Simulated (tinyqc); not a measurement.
Rates against energy: scattering rates of a carrier in a spherical band by Fermi's golden rule. Computed by tinyqc, a small Python program. Command: `OMP_NUM_THREADS=1 python tinyqc.py 3012413 3012414 out.jsonl scatter walk`. One thread of a shared host (Intel(R) Xeon(R) Processor @ 2.30GHz), about 0.01 s of CPU time with the checks.

All processes here are isotropic or elastic, and the rate listed is the momentum relaxation rate.

Inputs (values chosen for the exercise, modelled on electrons in germanium): density-of-states mass of one valley m = 0.224 m_0; non-parabolicity alpha = 0.65 1/eV; static permittivity eps_s = 16; density rho = 5323 kg/m^3; sound velocity v_l = 5300 m/s; acoustic deformation potential D_A = 11 eV; phonon energy hbar w = 31.7 meV; optical or intervalley deformation potential D_o = 4.7 1e8 eV/cm; final valleys Z_f = 3; ionised impurity density N_I = 3.4e+15 1/cm^3; temperature T = 400 K.

Crystal: non-polar. Band: Kane. Impurity formula: Conwell-Weisskopf. Further scattering: none.

Constants: k_B = 1.380649e-23 J/K; e = 1.602176634e-19 C; hbar = 1.054571817e-34 J s; m_0 = 9.1093837015e-31 kg; hbar = 6.582119569e-16 eV s; k_B = 8.617333262e-05 eV/K; eps_0 = 8.8541878128e-12 F/m.

Method:
- Kane band: hbar^2 k^2/(2 m) = E (1 + alpha E), speed v = hbar k/(m (1 + 2 alpha E)), states per spin, volume and energy g(E) = m k (1 + 2 alpha E)/(2 pi^2 hbar^2); overlap factors are set to 1. Masses are multiplied by m_0 and all formulas are in SI units.
- Phonon occupation N_q = 1/(exp(hbar w/(k_B T)) - 1).
- Acoustic deformation potential (elastic, equipartition, absorption and emission together): 1/tau = 2 pi k_B T D_A^2 g(E)/(hbar rho v_l^2).
- Optical or intervalley deformation potential: 1/tau = (pi Z_f D_o^2/(rho w)) [N_q g(E + hbar w) + (N_q + 1) g(E - hbar w)], with g = 0 below the band edge.
- Singly charged impurities, momentum relaxation: 1/tau = N_I e^4 m (1 + 2 alpha E) Phi/(8 pi (eps_s eps_0)^2 hbar^3 k^3), with alpha = 0 for a parabolic band.
- Conwell-Weisskopf: Phi = ln(1 + y^2), y = 4 pi eps_s eps_0 E N_I^(-1/3)/e^2 (largest impact parameter N_I^(-1/3)/2).

Momentum relaxation rates (1e12/s) and the total time:
```
E (meV)  acoustic  optical absorption  optical emission  ionised impurity  tau_m (fs)
3.2         0.876              0.6152            0.0000           0.56529      486.28
7.9         1.387              0.6601            0.0000           0.27535      430.61
16.0        1.999              0.7336            0.0000           0.13318      348.89
29.0        2.748              0.8441            0.0000           0.06791      273.23
35.0        3.047              0.8929            0.4512           0.05445      224.93
48.0        3.641              0.9953            1.0240           0.03733      175.51
70.0        4.547              1.1612            1.6251           0.02358      135.93
110.0       6.045              1.4510            2.4694           0.01347      100.21
190.0       8.875              2.0208            3.9365           0.00678       67.39
320.0      13.562              2.9836            6.2847           0.00349       43.79
```

The largest rate is acoustic from 3.20 to 320 meV. Crossing hbar w = 31.7 meV opens emission: tau_m goes from 273 to 225 fs between the two rows around it. The impurity rate goes between the last rows as E^-1.27; the acoustic rate follows g(E) and grows by a factor 15.5 over the table (10.0 for a parabolic band).

Extremes, crossings and ranges named in words are read from the listed rows.
